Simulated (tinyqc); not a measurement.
Isotherms: adsorption as a lattice gas: isotherms with interactions, competition, desorption peaks and saturation dose. Computed by tinyqc, a small Python program. Command: `OMP_NUM_THREADS=1 python tinyqc.py 3028682 3028683 out.jsonl adsorb walk`. One thread of a shared host (Intel(R) Xeon(R) Processor @ 2.30GHz), about 0.2 s of CPU time with the checks.

One adsorbate per site; a molecule needs 2 empty sites. Gas and surface have the same temperature.

Inputs (values chosen for the exercise, for a model surface): desorption energy E = 2.14 eV; prefactor nu = 1.1e+12 1/s; pair energy w (positive repels) = 0.043 eV; neighbours z = 3; site density N_s = 5.3 1/nm^2; molecular mass M = 211 u; sticking coefficient s0 = 0.1; temperature T = 973 K; pressure p = 0.00029 Pa; blocking by a second gas, K_B p_B = 3.9.

Adsorption: dissociative (second order).

Constants: u = 1.6605390666e-27 kg; k_B = 1.380649e-23 J/K; k_B = 8.617333262e-05 eV/K.

Method. Flux F = p/sqrt(2 pi M k_B T); k_d = nu exp(-E/(k_B T)); 2 s0 F (1 - theta)^2 = N_s k_d theta^2, so y = sqrt(2 s0 F/(N_s k_d)), theta = y/(1 + y). With a second gas on the same sites theta = y/(1 + y + K_B p_B). With u = w/(k_B T). Mean field: theta/(1 - theta) = y exp(-z u theta). Quasi-chemical: theta/(1 - theta) = y [(r - 1 + 2 theta)(1 - theta)/((r + 1 - 2 theta) theta)]^(-z/2) exp(-z u/2), r = sqrt(1 - 4 theta (1 - theta)(1 - exp(-u))).

u = 0.512841

Coverage; the first column is ln y - z u/2:
```
ln y - z u/2  no interaction  mean field  quasi-chemical
-5.0                 0.01433     0.01403         0.01409
-3.0                 0.09702     0.08603         0.08771
-2.0                 0.22605     0.18105         0.18550
-1.0                 0.44257     0.32502         0.33016
-0.5                 0.56691     0.41043         0.41358
0.0                  0.68336     0.50000         0.50000
0.5                  0.78062     0.58957         0.58642
1.0                  0.85437     0.67498         0.66984
2.0                  0.94099     0.81895         0.81450
3.0                  0.97745     0.91397         0.91229
5.0                  0.99689     0.98597         0.98591
```

What does the comparison show, and why?

At half coverage the slope d theta/d ln y is 1/4 without interaction, 1/(4 + z u) = 0.181 in mean field and 0.174 in the pair theory, 1/[4 + 2 z (exp(u/2) - 1)]. Repulsion spreads the filling over a wider range of pressure; the two theories differ by at most 0.0051 in these rows.
